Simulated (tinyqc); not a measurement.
What each value does: bond unit of a tetrahedral oxide and its oxygen vacancy in tight binding.

Two sp3 hybrids h1, h2 at eh = (es + 3 ep)/4 point at one oxygen with orbitals s, px, py, pz; x joins the two cations, z bisects the angle phi, and th = (180 - phi)/2. With u = hbar^2/(m d^2) = 2c/d^2, c = hbar^2/2m0: Vhs = -(1.32 + sqrt3 x 1.42) u/2 and Vhp = (1.42 + sqrt3 x 2.22) u/2. <h|s> = Vhs for both; <h1|px> = Vhp cos(th), <h2|px> = -Vhp cos(th); <h|pz> = Vhp sin(th) for both; py is a lone pair. The unit holds 8 electrons. Coupling between units, which widens the levels into bands, is left out.

Constants: hbar^2/2m0 = 3.80998211 eV angstrom^2.

Parameters, chosen for this exercise (near tabulated values for SiO2; shifted at random, so the results belong to these values and not to a real crystal):
- es = -14.88 eV (s level of the cation)
- ep = -7.5 eV (p level of the cation)
- eos = -34.26 eV (s level of oxygen)
- eop = -16.95 eV (p level of oxygen)
- d = 1.59 angstrom (cation-oxygen distance)
- phi = 152 degrees (bond angle at oxygen)
- R = 3.12 angstrom (cation-cation distance across the vacancy)

Spacing from the highest filled to the lowest empty level, excess electrons on oxygen (their number less 6), and the vacancy bond level eh - V2 - eop, V2 = 3.22 x 2c/R^2.

Results for these values:

| case | spacing (eV) | excess on O | vacancy level (eV) |
|---|---|---|---|
| base | 10.6219 | 1.0711 | 5.0844 |

What happens to each result for eop = -16.45 eV, all else kept?

Answer: spacing falls from 10.6219 to 10.1516; excess on O falls from 1.0711 to 1.0425; vacancy level falls from 5.0844 to 4.5844.

The same for each parameter in turn:

| case | spacing (eV) | excess on O | vacancy level (eV) |
|---|---|---|---|
| base | 10.6219 | 1.0711 | 5.0844 |
| es = -14.38 eV | 10.7308 | 1.0789 | 5.2094 |
| ep = -7 eV | 10.9492 | 1.0943 | 5.4594 |
| eos = -32.26 eV | 10.7763 | 1.0556 | 5.0844 |
| eop = -16.45 eV | 10.1516 | 1.0425 | 4.5844 |
| d = 1.63 angstrom | 10.3708 | 1.1009 | 5.0844 |
| phi = 144 degrees | 10.9917 | 1.0298 | 5.0844 |
| R = 3.27 angstrom | 10.6219 | 1.0711 | 5.3104 |

Computed by tinyqc, a small Python program: `OMP_NUM_THREADS=1 python tinyqc.py 1452203 1452204 out.jsonl` (the numbers bound the seed that draws the inputs); one thread of a shared host (Intel(R) Xeon(R) Processor @ 2.30GHz), about 0.01 s for the whole set of steps.
